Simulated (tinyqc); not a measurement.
What moves the results: square lattice in a magnetic field (Harper-Hofstadter model). A value that a table varies takes the place of the one given here.

Landau gauge, lattice period 1: the magnetic cell has q sites j = 0 to q - 1 along x. H_jj = -2 ty cos(ky + 2 pi p j/q), H_(j,j+1) = -tx, and the bond from q - 1 back to 0 is H_(q-1,0) = -tx exp(i q kx). The levels depend on k only through cos(q kx) and cos(q ky), so the band edges lie at (0, 0) and (pi/q, pi/q).

Inputs chosen for the exercise:
```
symbol  value  unit  meaning
tx      0.7    meV   hopping along x
ty      1.8    meV   hopping along y
Q       7            denominator
p       2            flux per plaquette p/q, in units of h/e
q       5
```

## Towards Landau levels

Flux 1/Q. Near the bottom of the band the mass gives hbar wc = 4 pi sqrt(tx ty)/Q and E_0 = -2 (tx + ty) + hbar wc/2. For each Q, p = 1 and q = Q.

Lowest band (meV):
```
Q    centre     width      E_0  spacing to band 2  hbar wc
3   -3.1500      1.30  -2.6490             3.1500   4.7019
4   -3.5914     0.542  -3.2368             2.6045   3.5264
5   -3.8343     0.241  -3.5894             2.0471   2.8211
6   -3.9981     0.108  -3.8245             1.7262   2.3510
8   -4.2159    0.0220  -4.1184             1.3702   1.7632
12  -4.4552  0.000908  -4.4123             1.0014   1.1755
20  -4.6628  1.65e-06  -4.6474             0.6435   0.7053
```

How do the results move?

The width falls from 1.3 to 1.6e-06 meV, by a factor 2.20 for each unit of Q at the end, so the band turns into a flat level. Its centre lies -0.501 meV from E_0 at Q = 3 and -0.015 meV at Q = 20; the spacing reaches 91 % of hbar wc, the shortfall coming from the non-parabolic band.

## Slices of the butterfly

Flux P/Q for each P (p = P, q = Q): the lowest edge, the first gap, the widest gap with its r (the lower one of a mirror pair) and t_r from r = Q s + P t, |t| <= Q/2, and the total width of the bands.

Spectra (meV):
```
flux  lowest edge  first gap  t of first gap  widest gap  its r  its t  total width
1/7       -4.1446     1.2944               1      1.2944      1      1       4.4516
2/7       -3.8158     0.0104              -3      1.3749      2      1       4.4587
3/7       -3.7477     0.1344              -2      1.3349      3      1       4.4533
```

What can be read from the table?

The widest gap carries t = 1 in every row, and its r equals P: it is the gap above the lowest Landau level, which holds P of the Q bands. The first gap is widest at 1/7 (t = 1) and narrowest at 2/7 (t = -3). The total width lies between 4.452 and 4.459 meV; its limit for large Q is 4 |tx - ty| = 4.4 meV.

## What each parameter does

Bottom and width of band 1, the first gap and the total width of all bands. Each row changes one parameter from the base and keeps the others.

Results:
```
case           bottom (meV)  width (meV)  first gap (meV)  total width (meV)
base                -3.7528       0.5967           0.1023             4.6020
tx = 0.84 meV       -3.8220       0.5681           0.1335             4.1941
ty = 1.35 meV       -2.9070       0.4124           0.1153             2.9666
p = 3               -3.7528       0.5967           0.1023             4.6020
q = 7               -3.8158       0.2954           0.0104             4.4587
```

What can be read from the table?

The largest shifts from the base row, up to three for each result and ties (the steps differ in size, so this ranks the rows, not the parameters). bottom (meV): ty +0.8458, tx -0.0692, q -0.0630; unchanged at the printed digits by p. width (meV): q -0.3013, ty -0.1843, tx -0.0286; unchanged at the printed digits by p. first gap (meV): q -0.0919, tx +0.0311, ty +0.0130; unchanged at the printed digits by p. total width (meV): ty -1.6354, tx -0.4079, q -0.1433; unchanged at the printed digits by p. Flux p/q and 1 - p/q have the same spectrum: reversing the field leaves it alone, and one whole quantum is a gauge change.

Program tinyqc; command `OMP_NUM_THREADS=1 python tinyqc.py 1280567 1280568 out.jsonl`; about 0.03 s on one thread of a shared Intel(R) Xeon(R) Processor @ 2.30GHz.
